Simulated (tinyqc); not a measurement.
Stretching all distances: RHF, UHF, MP2, CISD and CCSD against full CI in the sto-6g basis, for H3+, spin multiplicity 1. Computed by the program tinyqc with PySCF. All coordinates are multiplied by the scale. c0^2 is the weight of the RHF determinant in the lowest singlet FCI state (UHF is spin-contaminated and may lie near states of higher spin) and n(LUMO) the first natural occupation beyond the occupied space.

Geometry (angstrom):

| atom | x | y | z |
|---|---|---|---|
| H | 0.0000 | 0.0000 | 0.0000 |
| H | 0.0000 | 0.0000 | 0.7990 |
| H | 0.0000 | 0.7960 | -0.0620 |

Full CI energy (hartree) and errors against it (kcal/mol):

| scale | distance 1-2 (angstrom) | E(FCI) | RHF | UHF | MP2 | CISD | CCSD | <S^2> UHF | c0^2 | n(LUMO) |
|---|---|---|---|---|---|---|---|---|---|---|
| 0.890 | 0.711 | -1.21936 | 13.923 | 13.923 | 4.066 | 0.000 | 0.000 | 0.000 | 0.987 | 0.019 |
| 1.250 | 0.999 | -1.25792 | 20.298 | 20.298 | 6.377 | 0.000 | 0.000 | 0.000 | 0.973 | 0.039 |
| 1.430 | 1.143 | -1.22903 | 24.583 | 24.583 | 7.839 | 0.000 | 0.000 | 0.000 | 0.962 | 0.055 |
| 1.610 | 1.286 | -1.19096 | 29.800 | 28.844 | 9.522 | 0.000 | 0.000 | 0.180 | 0.947 | 0.075 |
| 1.800 | 1.438 | -1.14874 | 36.440 | 28.628 | 11.485 | 0.000 | 0.000 | 0.464 | 0.926 | 0.103 |
| 1.980 | 1.582 | -1.11093 | 43.813 | 25.853 | 13.373 | 0.000 | 0.000 | 0.643 | 0.901 | 0.134 |
| 2.160 | 1.726 | -1.07737 | 52.101 | 22.268 | 15.017 | 0.000 | 0.000 | 0.763 | 0.871 | 0.171 |
| 2.340 | 1.870 | -1.04890 | 61.020 | 18.735 | 16.041 | 0.000 | 0.000 | 0.843 | 0.839 | 0.212 |

Estimate the missing row, scale = 1.07.

Computed row:
```
scale  distance 1-2 (angstrom)    E(FCI)     RHF     UHF    MP2   CISD   CCSD  <S^2> UHF   c0^2  n(LUMO)
1.070                    0.855  -1.26402  16.796  16.796  5.128  0.000  0.000      0.000  0.981    0.028
```

UHF parts from RHF first at scale 1.61 of those listed, where <S^2> leaves zero. The weight c0^2 goes from 0.99 to 0.84 and n(LUMO) from 0.02 to 0.21: static correlation grows as the bonds break into open-shell fragments. The spread of the error along the curve, which distorts its shape, is CISD 0.0, CCSD 0.0, MP2 12.0, UHF 14.9, RHF 47.1 kcal/mol. With two electrons CISD and CCSD are exact.
